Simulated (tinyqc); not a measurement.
Changing the temperature T: one anharmonic mode: perturbation theory, self-consistent phonons and exact levels. Computed by tinyqc, a small Python program. Command: `OMP_NUM_THREADS=1 python tinyqc.py 3015634 3015635 out.jsonl scp sweep`. One thread of a shared host (Intel(R) Xeon(R) Processor @ 2.30GHz), about 0.05 s of CPU time with the checks.

V(x) = k x^2/2 + b x^4 for one coordinate x of mass M. A constant K > 0 gives hbar Omega = sqrt((hbar^2/u) K/M) with K in eV/angstrom^2 and M in u.

Inputs (values chosen for the exercise, for a model mode):

| quantity | value | unit |
|---|---|---|
| mode mass M | 75.8 | u |
| harmonic constant k | -4.11 | eV/angstrom^2 |
| quartic constant b | 106 | eV/angstrom^4 |
| mixing | 0.25 | - |

Shape: double well.

Constants: hbar^2/u = 4.18015928e-03 eV angstrom^2; k_B = 8.617333262e-05 eV/K.

Method:
- Self-consistent phonon, centred at x = 0: K = k + 12 b <x^2>, <x^2> = (hbar Omega/(2K)) coth(hbar Omega/(2 k_B T)).
- Start at K = |k|; K(new) = K + mixing x (K_out - K), but at least K/20; stop when |K_out - K| < 1e-9 |k| or after 90 steps.
- Its free energy is F = k_B T ln[2 sinh(hbar Omega/(2 k_B T))] + (k - K)<x^2>/2 + 3 b <x^2>^2, an upper bound to the exact one.
- Basis: oscillator states n of the constant |k|, with x = s (a + a+), s^2 = hbar Omega/(2|k|); H = hbar Omega (n + 1/2) + (k - |k|) x^2/2 + b x^4, with exact matrix elements of x^2 and x^4.
- Exact values use 120 basis states: F = -k_B T ln sum exp(-E_n/(k_B T)), and <x^2> is the Boltzmann mean.

One run for each value:

| temperature T (K) | self-consistent quantum (meV) | self-consistent <x^2> (angstrom^2) | exact <x^2> (angstrom^2) | self-consistent free energy (meV) | exact free energy (meV) |
|---|---|---|---|---|---|
| 20 | 7.174 | 0.0039649 | 0.006071 | -1.439 | -2.859 |
| 30 | 7.577 | 0.0040495 | 0.006386 | -1.568 | -3.191 |
| 44 | 8.247 | 0.0042007 | 0.006711 | -1.945 | -3.847 |
| 66 | 9.240 | 0.0044482 | 0.007049 | -2.920 | -5.170 |
| 98 | 10.457 | 0.0047899 | 0.007398 | -4.959 | -7.581 |
| 150 | 12.014 | 0.0052889 | 0.007859 | -9.379 | -12.461 |
| 220 | 13.621 | 0.0058758 | 0.008412 | -16.842 | -20.440 |
| 320 | 15.373 | 0.0066003 | 0.009132 | -29.609 | -33.870 |
| 480 | 17.472 | 0.0075830 | 0.010158 | -53.625 | -58.869 |

What does the table show, and why?

Over the rows, self-consistent quantum (meV) rises from 7.17 to 17.5 (exponent d ln y / d ln x 0.13 between the first rows and 0.32 between the last); self-consistent <x^2> (angstrom^2) rises from 0.00396 to 0.00758 (exponent d ln y / d ln x 0.052 between the first rows and 0.34 between the last); exact <x^2> (angstrom^2) rises from 0.00607 to 0.0102 (exponent d ln y / d ln x 0.12 between the first rows and 0.26 between the last). Heating widens the self-consistent distribution, and the quartic term then stiffens the mode: the way a soft mode is stabilised at high temperature.
